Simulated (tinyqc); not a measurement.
# Hole mobility in a silicon inversion layer, empirical terms and Matthiessen rule: effect of the inversion density

Inversion layer of sheet density Ns on a uniformly doped body, under a high-permittivity gate with an interlayer. The mobility terms are empirical power laws with prefactors chosen for the exercise; adding their inverses (Matthiessen) is itself an approximation.

ni = sqrt(Nc Nv) exp(-Eg/(2 Vt)), Eg in volts; Ndep = sqrt(2 eps0 eps_r Nb (2 Vt ln(Nb/ni) + Vsb)/q); E = q (Ndep + eta Ns)/(eps0 eps_r), in MV/cm. With t = T/(300 K): muC = Ac (Ns/1e12 cm^-2) t/(Nb/1e17 cm^-3 + Nit/1e11 cm^-2), muP = Ap E^(-1/3) t^(-1.75), muS = As E^(-gs), muR = Ar exp(2 ti/lr)/t; 1/mu is the sum of the inverses.

Values chosen for this exercise; material values close to those of silicon:
- T = 300 K (temperature)
- Eg = 1.13 eV (band gap)
- eps_r = 11.7 (relative permittivity of the semiconductor)
- Nc = 2.78e19 cm^-3 (conduction-band density of states at T)
- Nv = 2.66e19 cm^-3 (valence-band density of states at T)
- Nb = 9.4e16 cm^-3 (body doping)
- Vsb = 0.6 V (reverse body bias)
- eta = 0.3333 (weight of the inversion charge in the effective field)
- Ap = 123 cm^2/(V s) (phonon-limited mobility at 1 MV/cm and 300 K)
- As = 287 cm^2/(V s) (roughness-limited mobility at 1 MV/cm)
- gs = 1 (exponent of the roughness term)
- Ac = 830 cm^2/(V s) (Coulomb prefactor)
- Nit = 2.2e11 cm^-2 (charge at the interface)
- Ar = 340 cm^2/(V s) (remote-phonon mobility without interlayer)
- ti = 0.8 nm (interlayer thickness)
- lr = 0.7 nm (decay length of remote phonons)

Constants: q = 1.602176634e-19 C, kB = 1.380649e-23 J/K, Vt = kB T/q, eps0 = 8.8541878128e-14 F/cm where lengths are in cm. Results are converted to the units shown.

The same in every row: muR (cm^2/(V s)) = 3343.1.

Results:
```
Ns (cm^-2)  E (MV/cm)  muC (cm^2/(V s))  muP (cm^2/(V s))  muS (cm^2/(V s))  mu (cm^2/(V s))
2e11          0.21471            52.866            205.41            1336.7           40.272
6.3e11        0.23688            166.53            198.79            1211.6           82.238
1.1e12        0.26111            290.76            192.44            1099.2           101.58
2e12          0.30750            528.66            182.23            933.33           114.29
3.6e12        0.38998            951.59            168.35            735.94           115.63
6.3e12        0.52916            1665.3            152.07            542.37           107.30
1.1e13        0.77143            2907.6            134.11            372.04           92.701
2e13           1.2354            5286.6            114.63            232.32           73.985
```

Estimate the missing row, Ns = 3.6e11 cm^-2.

Computed row:
```
Ns (cm^-2)  E (MV/cm)  muC (cm^2/(V s))  muP (cm^2/(V s))  muS (cm^2/(V s))  mu (cm^2/(V s))
3.6e11        0.22296            95.159            202.84            1287.2           60.552
```

With this row back in the table: As Ns goes from 2e11 to 2e13 cm^-2, E rises from 0.215 to 1.24 MV/cm and mu goes from 40.3 through a maximum of 116 (at Ns = 3.6e12 cm^-2 among the rows listed) to 74.0 cm^2/(V s). The smallest term is the Coulomb one in the first row and the phonon one in the last. Screening lifts the Coulomb term as Ns grows while the field presses the carriers to the interface, hence the maximum.

Computed by the program tinyqc: `OMP_NUM_THREADS=1 python tinyqc.py 2510044 2510045 out.jsonl`, one thread of a shared Intel Xeon 2.30GHz, about 0.01 s for the whole run.
